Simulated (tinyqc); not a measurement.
Small-signal admittance of a forward-biased p+-n diode: one step of the calculation.

Holes injected into a neutral base of width wb with an ohmic contact at its end; low injection, p0 far above the equilibrium density. A small voltage v exp(i w t), w = 2 pi f, modulates the edge density by p0 v/Vt, and the small-signal density obeys Dp d2p/dx2 = (1/tau + i w) p.

Task. The same by finite differences. 9 equal intervals, h = wb/9; u = small-signal density over its edge value, u_0 = 1, u_9 = 0; u_(i-1) + b u_i + u_(i+1) = 0 with b = -2 - h^2 (1/tau + i w)/Dp; Y = (q Dp p0/(Vt h)) (-b/2 - u_1), which includes the half box at the edge.

Inputs (values chosen for the exercise); permittivity close to that of germanium: temperature T = 300 K; hole diffusion coefficient Dp = 31 cm^2/s; hole lifetime tau = 1e-8 s; width of the neutral base wb = 5.1 um; excess hole density at the junction edge p0 = 3.9e11 cm^-3; signal frequency f = 2.3e6 Hz.

Constants: q = 1.602176634e-19 C, kB = 1.380649e-23 J/K, Vt = kB T/q. Results are converted to the units shown.

Wanted: b; u; Y on the mesh.

Result.

b = -2.0104-0.0015i
u, node 1 to 8: 0.86436-0.00333i  0.73767-0.00540i  0.61863-0.00642i  0.50602-0.00658i  0.39865-0.00605i  0.29542-0.00499i  0.19526-0.00354i  0.09712-0.00183i
Y on the mesh = 0.18620+0.00539i S/cm^2

Numbers from tinyqc (`OMP_NUM_THREADS=1 python tinyqc.py 2890173 2890174 out.jsonl`; about 0.01 s on one thread of a shared Intel Xeon 2.30GHz).
